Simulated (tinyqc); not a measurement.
## Metal-interlayer-semiconductor contact, depinning against tunnelling resistance: contact resistivity against the decay constant of gap states through the interlayer

Zero bias, n-type semiconductor. Gap states at the semiconductor surface thin out as exp(-be ti), which unpins the barrier; electrons must then cross the interlayer (a rectangular barrier, no voltage drop across it) and the parabolic depleted layer, both by WKB. Energies E are counted from the Fermi level; no image force, parabolic bands.

S = 1/(1 + (1/S0 - 1) exp(-be ti)); phiB = S (phiM - chi) + (1 - S)(Eg - E0); xi = Ec - EF deep inside, from Nd = Nc F(-xi/Vt), F(x) = (2/sqrt(pi)) int_0^infinity sqrt(u) du/(1 + exp(u - x)); band bending U = phiB - xi; E00 = (hbar/2) sqrt(Nd/(eps0 eps_r mt m0)) in volts; A = 4 pi q mA m0 kB^2/h^3. With U = phiB - xi: for xi < E < phiB, y = (E - xi)/U and G1 = (U/E00) [sqrt(1 - y) - y ln((1 + sqrt(1 - y))/sqrt(y))], G1 = 0 above phiB; G2 = 2 ti sqrt(mi max(phiB + dE - E, 0)/C), C = hbar^2/(2 m0); f = 1/(1 + exp(E/Vt)); 1/rho_c = (A T^2/Vt^2) times the integral of exp(-G1 - G2) f over E from xi upwards. Shares under 0.001 % are printed as 0; rows without band bending are left out.

Parameters, values chosen for the exercise; semiconductor values close to those of silicon; interlayer mass of the order of that in titanium dioxide, offset chosen freely:
- T = 300 K (temperature)
- Eg = 1.15 eV (band gap)
- eps_r = 11.5 (relative permittivity)
- chi = 3.94 eV (electron affinity)
- Nc = 2.8e19 cm^-3 (conduction-band density of states at T)
- mt = 0.195 m0 (tunnelling mass in the semiconductor)
- mA = 2.11 m0 (Richardson mass)
- Nd = 6.7e19 cm^-3 (donor density)
- E0 = 0.37 eV (charge-neutrality level above the valence band)
- S0 = 0.27 (pinning factor without interlayer)
- phiM = 4.09 eV (metal work function)
- ti = 1.2 nm (interlayer thickness)
- dE = 0.11 eV (conduction-band offset of the interlayer above the semiconductor)
- mi = 0.3 m0 (tunnelling mass in the interlayer)

Constants: q = 1.602176634e-19 C, kB = 1.380649e-23 J/K, eps0 = 8.8541878128e-12 F/m, hbar = 1.054571817e-34 J s, h = 6.62607015e-34 J s, m0 = 9.1093837015e-31 kg, Vt = kB T/q, hbar^2/(2 m0) = 0.0380998212 eV nm^2. Results are converted to the units shown.

The same in every row: E00/Vt = 3.93.

Results:

| be (1/nm) | S | phiB (eV) | rho_c (ohm cm^2) | rho_c with G2 = 0 (ohm cm^2) | peak of the integrand (eV) | share above phiB (%) |
|---|---|---|---|---|---|---|
| 1 | 0.551 | 0.433 | 2.80e-6 | 2.24e-8 | 0.00753 | 0.00217 |
| 3 | 0.931 | 0.193 | 9.46e-8 | 2.66e-9 | 0.00297 | 0.768 |
| 4 | 0.978 | 0.164 | 6.12e-8 | 2.08e-9 | 0.00212 | 1.56 |
| 5 | 0.993 | 0.154 | 5.31e-8 | 1.92e-9 | 0.00181 | 1.96 |
| 6 | 0.998 | 0.151 | 5.09e-8 | 1.87e-9 | 0.00172 | 2.10 |
| 7 | 0.999 | 0.150 | 5.02e-8 | 1.86e-9 | 0.00169 | 2.15 |
| 8 | 1.00 | 0.150 | 5.00e-8 | 1.85e-9 | 0.00168 | 2.16 |

Estimate the missing row, be = 2 1/nm.

Computed row:

| be (1/nm) | S | phiB (eV) | rho_c (ohm cm^2) | rho_c with G2 = 0 (ohm cm^2) | peak of the integrand (eV) | share above phiB (%) |
|---|---|---|---|---|---|---|
| 2 | 0.803 | 0.274 | 3.04e-7 | 5.37e-9 | 0.00485 | 0.109 |

With this row back in the table: As be goes from 1 to 8, phiB falls from 0.433 to 0.150 eV and rho_c falls from 2.80e-6 to 5.00e-8 ohm cm^2. The ratio of rho_c to its value with G2 = 0 runs from 125 to 27.0.

Range of the model: The depletion charge would drop about 0.079 V across such an interlayer (eps_r near 40) at ti = 1.2 nm and Nd = 6.7e19 cm^-3, against a band bending of 0.25 V; this model leaves that drop out.

tinyqc, about 0.04 s, one thread, Intel Xeon 2.30GHz (shared host): `OMP_NUM_THREADS=1 python tinyqc.py 2270156 2270157 out.jsonl`
